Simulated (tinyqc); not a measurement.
Worked calculation: X-ray reflectivity of a thin film on silicon: critical angles, Parratt recursion, fringes and roughness. Computed by tinyqc, a small Python program that keeps every step. Command: `OMP_NUM_THREADS=1 python tinyqc.py 3121325 3121326 out.jsonl xrr walk`. One thread of a shared host (Intel(R) Xeon(R) Processor @ 2.30GHz), about 0.01 s of CPU time with the checks. Intermediate numbers are printed to about 7 digits and carried at full precision; extremes and crossings named in words are read from the listed rows.

n = 1 - delta + i beta; the classical electron radius is r_e = 2.8179403e-6 nm. Layer 0 is vacuum, 1 the film, 2 the substrate.

Inputs (values chosen for the exercise, modelled on tungsten on silicon, copper K-alpha radiation):
```
quantity                                        value     unit
wavelength lambda                             0.15406       nm
film density rho                                   19   g/cm^3
effective electrons per unit mass, film         0.401    mol/g
beta/delta, film                                0.082        -
film thickness d                                 31.4       nm
roughness of the surface sigma_1                 0.32       nm
roughness of the interface sigma_2               0.15       nm
substrate density                                2.33   g/cm^3
effective electrons per unit mass, substrate    0.507    mol/g
beta/delta, substrate                           0.023        -
grazing angle theta                              2.47  degrees
```

Constants: N_A = 6.02214076e+23 1/mol.

## Optical constants

delta = r_e lambda^2 rho_e/(2 pi), rho_e = density x electrons per mass x N_A; critical angle sqrt(2 delta), q_c = 4 sqrt(pi r_e rho_e).

Constants:
```
layer      rho_e (1/nm^3)         delta          beta  critical angle (degrees)  q_c (1/nm)
film             4588.269  4.884055e-05  4.004925e-06                 0.5662757   0.8061675
substrate         711.402  7.572626e-06  1.741704e-07                 0.2229774   0.3174375
```

The film is denser in electrons than the substrate, and thick enough to set the edge of total reflection.

## Critical angle of the film

The formulas are those given above.

critical angle of the film = 0.5662757 degrees

## Reflectivity at one angle

k_j = (2 pi/lambda) sqrt(sin^2 theta - 2 delta_j + 2 i beta_j); r_ij = (k_i - k_j)/(k_i + k_j) x exp(-2 k_i k_j sigma^2) (Nevot-Croce); r = (r_01 + r_12 p)/(1 + r_01 r_12 p), p = exp(2 i k_1 d); R = |r|^2.

k_0, k_1, k_2 (1/nm): 1.757639  1.710799+0.003894i  1.750458+0.000166i

1000 r_01 = 7.293547-0.624857i

1000 r_12 = -10.01196+0.95629i

p = 0.6354743+0.4575730i

reflectivity R = 2.139082e-05

q = 4 pi sin(theta)/lambda = 3.515279 1/nm

## Fringe period, contrast and decay

Far above the critical angle the period is d theta = lambda/(2 d), or 2 pi/d in q; the envelope runs between (|r_01| - |r_12 p|)^2 and (|r_01| + |r_12 p|)^2; contrast = 2 a b/(a^2 + b^2) with a = |r_01|, b = |r_12 p|; roughness factors on the amplitudes are about exp(-q^2 sigma^2/2).

period in theta = 0.1405571 degrees

period in q = 0.2001014 1/nm

contrast = 0.9973310

roughness factor, surface = 0.5311622

roughness factor, interface = 0.8702121

## Thickness from the minima

Minima of R theta^4 are located on 6001 points over 7.5 periods, from 1.15 times the larger critical angle. With refraction, sin^2(theta_m) = 2 delta + m^2 (lambda/(2 d))^2, m integer or half-integer; the first six minima are used, and the first order is the one that minimises the largest residual of the least-squares line plus the distance of its intercept from 2 delta. Without refraction, d = lambda/(2 x mean step of sin theta).

Minima:
```
order m  theta (degrees)   sin^2 theta
3               0.707089  1.522931e-04
4               0.798626  1.942736e-04
5               0.902990  2.483617e-04
6               1.016314  3.146047e-04
7               1.135612  3.927877e-04
8               1.259478  4.831322e-04
```

d with refraction = 31.40566 nm

d without refraction = 39.95515 nm

Against d = 31.4 nm the errors are +0.02 % with and +27.25 % without refraction. The orders are integers, as r_01 and r_12 have opposite signs for a film denser than the substrate.

## Which roughness does what

R is averaged over one period above each angle (64 points); contrast = (max - min)/(max + min) of R theta^4 over that period. Cases: smooth; only sigma_1; only sigma_2; both.

Mean R and contrast:
```
theta (degrees)      R smooth   contrast    R, sigma_1  contrast, sigma_1    R, sigma_2  contrast, sigma_2       R, both  contrast, both
0.8              2.101008e-02  0.6648737  1.894168e-02          0.7012650  2.096583e-02          0.6584963  1.889618e-02       0.6948852
1.2              4.185683e-03  0.8080429  3.346483e-03          0.8768713  4.126735e-03          0.7931033  3.288772e-03       0.8637352
1.8              8.136815e-04  0.8933060  5.231874e-04          0.9926333  7.834331e-04          0.8605577  4.925719e-04       0.9807637
2.5              2.354593e-04  0.9257134  1.173052e-04          0.9611983  2.169028e-04          0.8678183  9.893226e-05       0.9906538
3.5              6.235184e-05  0.9470615  2.413247e-05          0.6644647  5.307667e-05          0.8345024  1.494117e-05       0.8083001
```

At 2.5 degrees sigma_1 alone multiplies the mean R by 0.50 and sigma_2 alone by 0.92; the contrast goes from 0.93 (smooth) to 0.96 and 0.87.

Checks made by the program: smooth bare substrate far above q_c against (q_c/2q)^4 (relative difference 1e-03).
